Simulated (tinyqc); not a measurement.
Undoped symmetric double-gate MOSFET, analytic potential model: output curve.

An undoped body of thickness ts between two equal insulators and tied gates; long channel, electrons only, n = ni exp((psi - V)/Vt) with V the quasi-Fermi potential (0 at the source, Vd at the drain), constant mobility, no quantisation. Across the body psi(x) = V - 2 Vt ln[(ts/(2 beta)) sqrt(q ni/(2 eps0 eps_r Vt)) cos(2 beta x/ts)], x from the centre. Q is the electron charge per area of the whole body.

ni = sqrt(Nc Nv) exp(-Eg/(2 Vt)), Eg in volts; r = eps_r tox/(eox ts); V0 = dphi + 2 Vt ln[(2/ts) sqrt(2 eps0 eps_r Vt/(q ni))]. beta (between 0 and pi/2) solves (Vg - V0 - V)/(2 Vt) = ln(beta) - ln(cos beta) + 2 r beta tan(beta). Q = 8 eps0 eps_r Vt beta tan(beta)/ts; I = mu (1/L)(4 eps0 eps_r/ts)(2 Vt)^2 [g(beta_s) - g(beta_d)] per width, g = beta tan(beta) - beta^2/2 + r beta^2 tan^2(beta), with beta_s at V = 0 and beta_d at V = Vd.

Parameters, values chosen for the exercise; material values close to those of silicon: temperature T = 350 K; band gap Eg = 1.12 eV; relative permittivity of the semiconductor eps_r = 11.7; conduction-band density of states at T Nc = 3.49e19 cm^-3; valence-band density of states at T Nv = 3.39e19 cm^-3; relative permittivity of the gate insulator eox = 22.6; insulator thickness tox = 13 nm; body thickness ts = 12 nm; gate work function less that of the intrinsic body dphi = -0.12 V; channel mobility mu = 390 cm^2/(V s); gate length L = 0.1 um; gate voltage Vg = 0.93 V.

Constants: q = 1.602176634e-19 C, kB = 1.380649e-23 J/K, Vt = kB T/q, eps0 = 8.8541878128e-14 F/cm where lengths are in cm. Results are converted to the units shown.

Output curve:
```
Vd (V),Qd (nC/cm^2),Qd/Qs,I (uA/um)
0.12,1139,0.7782,608.8
0.22,877.1,0.5992,1002
0.33,602.1,0.4113,1318
0.43,371.2,0.2536,1507
0.53,172.0,0.1175,1612
0.64,30.12,0.02058,1651
0.74,1.624,0.001110,1655
0.85,0.04329,2.957e-5,1655
0.95,0.001573,1.074e-6,1655
```

The current rises from 609 to 1660 uA/um, while the charge at the drain end falls from 0.78 to 1.1e-6 of that at the source. The current first comes within 1 % of its last value at Vd = 0.64 V among the rows. Over the last rows Qd falls by a factor of e for each Vt of drain voltage: the drain end is in weak inversion. In every row the surface density at the source passes 0.3 Nc, where Boltzmann statistics fail. In every row mu V/L, with V the smaller of Vd and Vg - V0, passes 3e6 cm/s, so velocity saturation would lower the current.

Program tinyqc, `OMP_NUM_THREADS=1 python tinyqc.py 2440142 2440143 out.jsonl`; Intel Xeon 2.30GHz, shared host, one thread, about 0.02 s.
